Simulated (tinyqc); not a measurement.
Changing the reactive partial pressure P: Berg model of reactive sputtering of a nitride or oxide: poisoning, hysteresis and pumping speed. Computed by tinyqc, a small Python program. Command: `OMP_NUM_THREADS=1 python tinyqc.py 3022112 3022113 out.jsonl berg sweep`. One thread of a shared host (Intel(R) Xeon(R) Processor @ 2.30GHz), about 0.03 s of CPU time with the checks.

A diatomic gas reacts with bare metal on the target and on the collecting surfaces; ions remove metal and compound from the target. theta_t and theta_c are the compound fractions.

Inputs (values chosen for the exercise, close to those used for silicon nitride):

| quantity | value | unit |
|---|---|---|
| ion current density J | 59 | mA/cm^2 |
| target area A_t | 57 | cm^2 |
| collecting area A_c | 5200 | cm^2 |
| metal yield Y_m | 0.53 | - |
| compound yield Y_c | 0.14 | - |
| sticking coefficient alpha | 0.34 | - |
| reactive atoms per metal atom z | 1.33 | - |
| gas mass M | 28 | u |
| pumping speed S | 1200 | l/s |
| gas temperature T | 300 | K |

Constants: e = 1.602176634e-19 C; u = 1.6605390666e-27 kg; k_B = 1.380649e-23 J/K.

Method. Ion flux j = J/e; gas flux F = P/sqrt(2 pi M k_B T). Target: (2/z) alpha F (1 - theta_t) = j Y_c theta_t. Sputtered flows F_c = j Y_c theta_t A_t, F_m = j Y_m (1 - theta_t) A_t. Collector: (2/z) alpha F (1 - theta_c) A_c + F_c (1 - theta_c) = F_m theta_c. Gas use Q = alpha F [(1 - theta_t) A_t + (1 - theta_c) A_c] + P S/(k_B T); 1 sccm = 4.4780e17 molecules/s. Rate R = F_m + F_c, given relative to j Y_m A_t.

One run for each value:

| reactive partial pressure P (Pa) | total flow Q (sccm) | rate relative to clean metal | theta_t | theta_c |
|---|---|---|---|---|
| 5.00e-04 | 4.58 | 0.98966 | 0.01405 | 0.26045 |
| 1.10e-03 | 7.83 | 0.97763 | 0.03041 | 0.44063 |
| 2.30e-03 | 11.42 | 0.95472 | 0.06154 | 0.62978 |
| 5.00e-03 | 15.22 | 0.90819 | 0.12476 | 0.79849 |
| 1.10e-02 | 19.50 | 0.82433 | 0.23874 | 0.90917 |
| 2.30e-02 | 26.16 | 0.70858 | 0.39603 | 0.96342 |
| 5.00e-02 | 41.61 | 0.56753 | 0.58771 | 0.98819 |
| 1.10e-01 | 78.45 | 0.44206 | 0.75822 | 0.99682 |
| 2.30e-01 | 154.77 | 0.36152 | 0.86768 | 0.99916 |
| 5.00e-01 | 328.65 | 0.31239 | 0.93445 | 0.99981 |

What does the table show, and why?

Over the rows, total flow Q (sccm) rises from 4.58 to 329 (exponent d ln y / d ln x 0.68 between the first rows and 0.97 between the last); rate relative to clean metal falls from 0.990 to 0.312 (exponent d ln y / d ln x -0.016 between the first rows and -0.19 between the last); theta_t rises from 0.0141 to 0.934 (exponent d ln y / d ln x 0.98 between the first rows and 0.095 between the last). Q rises throughout these rows.
